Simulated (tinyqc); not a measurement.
## Reverse leakage of an n+-p junction: diffusion, generation, trap-assisted and band-to-band tunnelling: leakage components against the reverse bias

One-sided abrupt junction in the depletion approximation, x from the junction (0) to W on the p side, field F = F0 (1 - x/W). Flat quasi-Fermi levels, long p side. Traps generate through SRH with both lifetimes shortened by 1 + Gamma (Hurkx enhancement, form for moderate fields); band-to-band generation is local and needs a total bending above Eg.

ni = sqrt(Nc Nv) exp(-Eg/(2 Vt)), Eg in volts; Vbi = Vt ln(Na Nd/ni^2); W = sqrt(2 eps0 eps_r (Vbi + VR)/(q Na)); F0 = 2 (Vbi + VR)/W; FG = sqrt(24 mt m0 (kB T)^3)/(q hbar); J_diff = q ni^2 sqrt(Dn/tau)(1 - exp(-VR/Vt))/Na. u = (Vbi + VR)(1 - x/W)^2, p = Na exp(-u/Vt), n = Nd exp((u - Vbi - VR)/Vt); G0 = ni^2 (1 - exp(-VR/Vt))/(tau (n + p + 2 ni cosh(Et/Vt))); Gamma = 2 sqrt(3 pi)(F/FG) exp((F/FG)^2); trap-assisted part G0 Gamma; G_bb = Ab F^2.5 exp(-Bb/F) with F in V/cm, zero unless Vbi + VR > Eg, and counted as zero under 1 cm^-3 s^-1. Currents are q times the integrals over 0 to W; J_bb under 1e-8 of J is printed as 0; rows with F0/FG above 2.2, beyond the range of this Gamma, are left out.

Inputs (values chosen for the exercise); band and dielectric values close to those of silicon: temperature T = 300 K; band gap Eg = 1.1 eV; relative permittivity eps_r = 11.5; conduction-band density of states at T Nc = 2.79e19 cm^-3; valence-band density of states at T Nv = 2.65e19 cm^-3; acceptor density of the lighter side Na = 2.8e16 cm^-3; donor density of the heavier side Nd = 5e19 cm^-3; SRH lifetime of both carriers at zero field tau = 3e-8 s; trap level above the intrinsic level Et = 0.02 eV; tunnelling mass mt = 0.27 m0; electron diffusion coefficient on the lighter side Dn = 6.1 cm^2/s; band-to-band prefactor Ab = 3.8e14 cm^-0.5 V^-2.5 s^-1; band-to-band field constant Bb = 1.85e7 V/cm.

Constants: q = 1.602176634e-19 C, kB = 1.380649e-23 J/K, hbar = 1.054571817e-34 J s, m0 = 9.1093837015e-31 kg, Vt = kB T/q, eps0 = 8.8541878128e-14 F/cm where lengths are in cm. Results are converted to the units shown.

The same in every row: J_bb (A/cm^2) = 0.

Results:

| VR (V) | F0 (kV/cm) | F0/FG | J_diff (A/cm^2) | J_SRH (A/cm^2) | J_TAT (A/cm^2) | J (A/cm^2) | largest part |
|---|---|---|---|---|---|---|---|
| 0.2 | 100 | 0.261 | 2.00e-11 | 1.25e-7 | 1.31e-7 | 2.56e-7 | trap-assisted tunnelling |
| 0.7 | 120 | 0.313 | 2.00e-11 | 3.11e-7 | 3.99e-7 | 7.11e-7 | trap-assisted tunnelling |
| 1.2 | 137 | 0.358 | 2.00e-11 | 4.58e-7 | 6.75e-7 | 1.13e-6 | trap-assisted tunnelling |
| 1.7 | 152 | 0.398 | 2.00e-11 | 5.83e-7 | 9.60e-7 | 1.54e-6 | trap-assisted tunnelling |
| 2.7 | 179 | 0.467 | 2.00e-11 | 7.94e-7 | 1.56e-6 | 2.35e-6 | trap-assisted tunnelling |
| 3.2 | 191 | 0.498 | 2.00e-11 | 8.87e-7 | 1.87e-6 | 2.75e-6 | trap-assisted tunnelling |
| 3.7 | 202 | 0.527 | 2.00e-11 | 9.74e-7 | 2.19e-6 | 3.16e-6 | trap-assisted tunnelling |
| 4.2 | 213 | 0.555 | 2.00e-11 | 1.05e-6 | 2.52e-6 | 3.57e-6 | trap-assisted tunnelling |

Estimate the missing row, VR = 2.2 V.

Computed row:

| VR (V) | F0 (kV/cm) | F0/FG | J_diff (A/cm^2) | J_SRH (A/cm^2) | J_TAT (A/cm^2) | J (A/cm^2) | largest part |
|---|---|---|---|---|---|---|---|
| 2.2 | 166 | 0.434 | 2.00e-11 | 6.94e-7 | 1.25e-6 | 1.95e-6 | trap-assisted tunnelling |

With this row back in the table: J rises from 2.56e-7 to 3.57e-6 A/cm^2. Trap-assisted tunnelling leads at VR = 0.2 and in all other rows. The ratio J_TAT/J_SRH goes from 1.05 to 2.39 as F0/FG goes from 0.261 to 0.555.

Range of the model: The n+ side is degenerate, so Vbi from Boltzmann statistics is only a guide.

Program tinyqc, `OMP_NUM_THREADS=1 python tinyqc.py 2290112 2290113 out.jsonl`; Intel Xeon 2.30GHz, shared host, one thread, about 0.01 s.
